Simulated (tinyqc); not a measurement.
# Trap density from one capacitance

Problem. Traps spread evenly through the insulator exchange electrons with the semiconductor by tunnelling, with tau(x) = t0 exp(2 ka x) at depth x from the interface. The admittance per area Y seen at depth x obeys dY/dx = -Y^2/(i w eps0 eox) + q Nb ln(1 + i w tau)/tau, with Y(0) = i w Cs and w = 2 pi f; the gate sees Y(tox) = G + i w C. Working variable y = Y/(i w), in uF/cm^2. Cox = eps0 eox/tox. Find Nb and G/w.

Values chosen for this exercise:

| symbol | value | unit | meaning |
|---|---|---|---|
| eox | 19.6 |  | relative permittivity of the insulator |
| tox | 11 | nm | insulator thickness |
| Cs | 4.3 | uF/cm^2 | semiconductor capacitance in accumulation |
| ka | 5.8 | 1/nm | decay constant of the wave function in the insulator |
| t0 | 2e-11 | s | time constant of a trap at the interface |
| f | 10000 | Hz | frequency |

Constants: q = 1.602176634e-19 C, eps0 = 8.8541878128e-14 F/cm where lengths are in cm. Results are converted to the units shown.

C = 1.3204777 uF/cm^2

Solution. C rises steadily with Nb, so one density matches; in practice ka and t0 must come from the frequency dependence.

Nb = 1.20e20 cm^-3 eV^-1
G/w = 0.0175 uF/cm^2

Computed by the program tinyqc: `OMP_NUM_THREADS=1 python tinyqc.py 2202110 2202111 out.jsonl`, one thread of a shared Intel Xeon 2.30GHz, about 0.6 s for the whole run.
